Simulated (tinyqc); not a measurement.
Ballistic Schottky-barrier transistor with a two-dimensional channel, WKB contacts: two steps of the calculation.

Source Fermi level 0, drain Fermi level -Vd. Far from the contacts Ec = pn - psi, and the gate moves psi one to one; the band edges relax as exp(-x/lam) from pn at the source and pn - Vd at the drain; Ev = Ec - Eg. A carrier of energy w inside the channel band meets at a contact a barrier of height D (the contact edge beyond the channel edge): T = 1 for w >= D, else exp(-S), S = 4 lam sqrt(m/C) [sqrt(D - w) - sqrt(w) arctan sqrt((D - w)/w)], C = hbar^2/(2 m0). The two contacts combine as Ts Td/(Ts + Td - Ts Td).

Values chosen for this exercise; channel values close to those of a tungsten diselenide layer: temperature T = 300 K; band gap Eg = 1.4 eV; barrier for electrons at both contacts pn = 0.83 eV; hole mass mp = 0.4 m0; valleys or subbands g = 2; screening length at the contacts lam = 3.3 nm; drain bias Vd = 0.1 V; band shift psi of the channel by the gate ps = -0.45 V; energy of one carrier inside the channel band w0 = 0.37 eV; upper end of the grid wm = 0.73 eV; points of the grid nE = 13.

Constants: q = 1.602176634e-19 C, kB = 1.380649e-23 J/K, hbar = 1.054571817e-34 J s, h = 6.62607015e-34 J s, m0 = 9.1093837015e-31 kg, Vt = kB T/q, hbar^2/(2 m0) = 0.0380998212 eV nm^2. Results are converted to the units shown.

Task 1. Transmission of one of the holes. S and T at both contacts for w = w0, and the tunnelling distance lam ln(D/w) at the higher barrier.

D for holes (eV): source 0.45000000, drain 0.55000000

Wanted: S at the source; S at the drain; combined T; tunnelling distance.

Result 1.

S at the source = 0.77374
S at the drain = 2.3011
combined T = 0.089661
tunnelling distance = 1.3082 nm

Task 2. Current of the holes on a coarse grid. I/W = g (2 q^2/h) int T(w) [N(Es + w) - N(Ed + w)] dw with w the energy of motion along the channel, N(y) = (1/2 pi) sqrt(pi m kB T/C) Fm(-y/kB T), Fm(x) = (1/sqrt(pi)) int_0^infinity u^(-1/2)/(1 + exp(u - x)) du. Electrons: Ds = psi, Dd = psi - Vd, Es = Ec, Ed = Ec + Vd. Holes: Ds = -psi, Dd = Vd - psi, Es = -Ev, Ed = -Ev - Vd. The size of each current is taken; both flow from drain to source and add. Simpson's rule on nE equally spaced w from 0 to wm.

Wanted: w; Ts; Td; T; size of the supply difference; current.

Result 2.

```
point,w (eV),Ts,Td,T,size of the supply difference (1/um)
0,0.00000,3.4639e-13,1.6768e-14,1.5994e-14,50.245
1,0.06083,7.6538e-7,4.4856e-8,4.2372e-8,6.1181
2,0.12167,9.7934e-5,7.0462e-6,6.5733e-6,0.59819
3,0.18250,0.0023947,2.1525e-4,1.9754e-4,0.057025
4,0.24333,0.023903,0.0027469,0.0024699,0.0054228
5,0.30417,0.12906,0.019581,0.017296,5.1556e-4
6,0.36500,0.42665,0.089870,0.080186,4.9014e-5
7,0.42583,0.88545,0.28589,0.27569,4.6598e-6
8,0.48667,1.0000,0.64821,0.64821,4.4301e-7
9,0.54750,1.0000,0.99676,0.99676,4.2117e-8
10,0.60833,1.0000,1.0000,1.0000,4.0041e-9
11,0.66917,1.0000,1.0000,1.0000,3.8067e-10
12,0.73000,1.0000,1.0000,1.0000,3.6190e-11
```

current = 4.0902e-4 uA/um

Range of the model: No scattering, image-force lowering, channel charge or band-to-band tunnelling; parabolic kappa overstates S deep in the gap.

tinyqc, about 0.5 s, one thread, Intel Xeon 2.30GHz (shared host): `OMP_NUM_THREADS=1 python tinyqc.py 2390105 2390106 out.jsonl`
